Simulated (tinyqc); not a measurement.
# Two-step dopant diffusion (predeposition and drive-in) with a constant diffusivity, step by step

A worked calculation. Computed by tinyqc, a small Python program that keeps every step. Command: `OMP_NUM_THREADS=1 python tinyqc.py 3013522 3013523 out.jsonl dopdiff walk`. One thread of a shared host (Intel(R) Xeon(R) Processor @ 2.30GHz), about 0.04 s of CPU time with the checks. Intermediate numbers are printed to about 6 digits and carried at full precision; extremes and crossings named in words are read from the listed rows.

Fick diffusion into a half space x > 0 whose background doping C_B is of the opposite type, so that a junction lies where C = C_B.

Inputs (values chosen for the exercise, modelled on boron in silicon): prefactor D0 = 0.83 cm^2/s; activation energy E = 3.52 eV; surface concentration C_s = 1.4e+20 1/cm^3; background doping C_B = 7e+14 1/cm^3; predeposition temperature T1 = 975 C; predeposition time t1 = 45 min; drive-in temperature T2 = 1125 C; drive-in time t2 = 60 min; mean mobility in the layer mu = 260 cm^2/(V s).

Furnace ramps of the drive-in: none.

Constants: k_B = 8.617333262e-05 eV/K; e = 1.602176634e-19 C.

## Diffusivities

D = D0 exp(-E/(k_B T)). Temperatures in kelvin are T(C) + 273.15. Times in seconds are 60 times the minutes.

D1 = 5.08192e-15 cm^2/s

D2 = 1.70165e-13 cm^2/s

product D1 t1 = 1.37212e-11 cm^2

## Thermal budget of the drive-in

(Dt)2 = D2 t2, t2 in seconds.

drive-in budget (Dt)2 = 6.12593e-10 cm^2

## Predeposition

C = C_s erfc(x/(2 sqrt(D1 t1))); dose Q = 2 C_s sqrt(D1 t1/pi); the junction solves erfc(z) = C_B/C_s with x_j = 2 z sqrt(D1 t1).

dose Q = 5.85165e+14 1/cm^2

z = 3.22779

junction depth after predeposition = 0.239128 um

## Drive-in as a Gaussian

With a sealed surface and a thin source, C = Q/sqrt(pi (Dt)2) exp(-x^2/(4 (Dt)2)); x_j = 2 sqrt((Dt)2 ln(C(0)/C_B)); gradient at the junction |dC/dx| = C_B x_j/(2 (Dt)2).

surface concentration C(0) (Gaussian) = 1.33388e+19 1/cm^3

junction depth x_j = 1.55398 um

gradient at the junction = 8.87857e+19 1/cm^4

The drive-in moves the junction from 0.239 to 1.55 um and lowers the surface value by a factor 10.5. Caution: C_s exceeds the intrinsic carrier density of silicon at the predeposition temperature (2e18 to 1e19 per cm^3), where real diffusivities rise with concentration and profiles turn box-like.

## Sheet resistance

Net dose Q_net = Q erf(x_j/(2 sqrt((Dt)2))) - C_B x_j; R_s = 1/(e mu Q_net), with every dopant ionised and one mobility.

net dose = 5.85051e+14 1/cm^2

sheet resistance R_s (Gaussian) = 41.0320 ohm/square

## Exact junction depth

Exact two-step profile: C = (2 C_s/pi) int_0^alpha exp(-beta (1 + u^2))/(1 + u^2) du with alpha = sqrt(D1 t1/(Dt)2), beta = x^2/(4 (D1 t1 + (Dt)2)). The integral takes 48 Gauss-Legendre points; solve C(x) = C_B.

exact junction depth = 1.56507 um

## Gaussian against the exact two-step profile

Gaussian: C = Q/sqrt(pi (Dt)2) exp(-x^2/(4 (Dt)2)). Depths are fractions of the Gaussian x_j.

Profiles:
```
x/x_j   x (um)  Gaussian (1/cm^3)  exact (1/cm^3)    ratio
0.0    0.00000        1.33388e+19     1.32406e+19  1.00742
0.2    0.31080        8.99326e+18     8.97873e+18  1.00162
0.4    0.62159        2.75623e+18     2.80000e+18  0.98437
0.6    0.93239        3.83982e+17     4.01592e+17  0.95615
0.8    1.24319        2.43167e+16     2.64961e+16  0.91775
1.0    1.55398        7.00000e+14     8.04387e+14  0.87023
1.2    1.86478        9.15987e+12     1.12403e+13  0.81491
```

With D1 t1/(Dt)2 = 0.022, the Gaussian is 0.74 % high at the surface and 13 % low at its own junction; the exact junction lies at 1.565 um, 0.71 % deeper. The dose is the same, but the real source already has a width, which is negligible here.

Checks made by the program: exact profile against the direct convolution of the erfc with the Gaussian kernel (relative difference below 1e-10).
